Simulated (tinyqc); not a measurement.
Microkinetic model of low-temperature epitaxy from hydride gases: adsorption, hydrogen desorption and rate control: one step, computed by the program tinyqc.

Each hydride molecule needs two free sites and leaves four hydrogen atoms, of which two leave at once as H2; theta is the hydrogen coverage, the site density is 6.78 per nm^2 and one layer is 1.358 angstrom thick.

Problem. Coverage and growth rate. With k the hydride and k_H the hydrogen adsorption rate on free pairs and k_d the desorption rate, steady state: 2 (k + k_H)(1 - theta)^2 = k_d theta; growth rate R = k (1 - theta)^2 layers/s; 1 layer/s = 8.148 nm/min. With c = 2 (k + k_H)/k_d the free share is 1 - theta = 2/(1 + sqrt(1 + 4c)).

Inputs (values chosen for the exercise, close to those used for silane and germane on Si(001)): temperature T = 560 C.

Film: silicon-germanium. Order of hydrogen desorption: first.

k = 11.02391 1/s

k_H = 0.1891691 1/s

k_d = 29.66597 1/s

Give: c; hydrogen coverage theta; growth rate R in layers; growth rate G.

Solution.

c = 0.7560

hydrogen coverage theta = 0.3347

growth rate R in layers = 4.880 layers/s

growth rate G = 39.76 nm/min

Adsorption and desorption share control.
